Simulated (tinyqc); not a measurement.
# Permittivity and interface capacitance from two thicknesses

Problem. 1/C = t/(eps0 ek) + 2/ci for planar capacitors that differ only in thickness. Find ek, ci and the EOT of the interfaces, 2 x 3.9 eps0/ci.

Constants: eps0 = 8.8541878128e-14 F/cm where lengths are in cm. Results are converted to the units shown.

C at t = 8.4 and 25 nm (uF/cm^2): 7.1901045  2.6247258

Solution. 1/C is a straight line in t: the slope gives ek and the intercept 2/ci. A single thickness would give only the effective permittivity; when the interfaces are a small part of 1/C, ci needs very accurate data.

ek = 77.50
ci = 120.0 uF/cm^2
EOT of the interfaces = 0.05755 nm

Program tinyqc, `OMP_NUM_THREADS=1 python tinyqc.py 2102161 2102162 out.jsonl`; Intel Xeon 2.30GHz, shared host, one thread, about 0.01 s.
